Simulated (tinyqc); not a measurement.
MOS capacitor on a p-type substrate, surface potential from the exact charge relation: effect of the fixed charge at the interface on threshold and swing.

Uniform p-type substrate, Boltzmann statistics, full ionisation, classical densities. psi is the surface potential against the body (positive when the bands bend down) and u = psi/Vt. Traps are spread evenly over the gap and neutral at flat band, so their charge is -q Dit psi; the minority quasi-Fermi level is shifted by Vb.

ni = sqrt(Nc Nv) exp(-Eg/(2 Vt)), Eg in volts; phiF = Vt ln(N/ni); Cox = eps0 eox/tox; Vfb = phiM - chi - (Eg - Vt ln(Nv/N)) - q Nf/Cox; VT = Vfb + [(2 phiF + Vb)(1 + q Dit/Cox) + sqrt(2 eps0 eps_r q N (2 phiF + Vb))/Cox]. gamma = sqrt(2 eps0 eps_r q N)/Cox; Wm = sqrt(2 eps0 eps_r (2 phiF + Vb)/(q N)); m = 1 + (eps0 eps_r/Wm + q Dit)/Cox; swing m Vt ln 10; Cmin/Cox = 1/(1 + Cox Wm/(eps0 eps_r)).

Parameters, values chosen for the exercise; band and dielectric values close to those of germanium:

| symbol | value | unit | meaning |
|---|---|---|---|
| T | 250 | K | temperature |
| Eg | 0.664 | eV | band gap |
| eps_r | 15.9 |  | relative permittivity |
| Nc | 7.91e18 | cm^-3 | conduction-band density of states at T |
| Nv | 4.5e18 | cm^-3 | valence-band density of states at T |
| chi | 4.07 | eV | electron affinity |
| N | 7.5e17 | cm^-3 | acceptor density of the substrate |
| eox | 7.41 |  | relative permittivity of the gate insulator (close to silicon nitride) |
| tox | 4.2 | nm | insulator thickness |
| phiM | 4.57 | eV | gate work function |
| Dit | 0 | cm^-2 eV^-1 | density of interface traps |
| Vb | 0 | V | reverse bias of the inversion layer against the body |

Constants: q = 1.602176634e-19 C, kB = 1.380649e-23 J/K, Vt = kB T/q, eps0 = 8.8541878128e-14 F/cm where lengths are in cm. Results are converted to the units shown.

The same in every row: 2 phiF (V) = 0.57465; gamma (V^0.5) = 0.37235; Wm (nm) = 36.695; m = 1.2456; swing (mV/decade) = 61.788; Cmin/Cox = 0.19717.

Effect of the fixed charge at the interface on threshold and swing:
```
Nf (cm^-2)	Vfb (V)	VT (V)
-4e11	-0.084374	0.77254
-2e11	-0.10489	0.75203
0	-0.12540	0.73151
2e11	-0.14591	0.71100
4e11	-0.16642	0.69049
6e11	-0.18694	0.66997
8e11	-0.20745	0.64946
```

As Nf goes from -4e11 to 8e11, VT falls from 0.773 to 0.649 V, the swing stays at 61.8 mV/decade and Cmin/Cox stays at 0.197. The whole change of VT is that of Vfb: the curve shifts rigidly.

Program tinyqc, `OMP_NUM_THREADS=1 python tinyqc.py 2060046 2060047 out.jsonl`; Intel Xeon 2.30GHz, shared host, one thread, about 0.01 s.
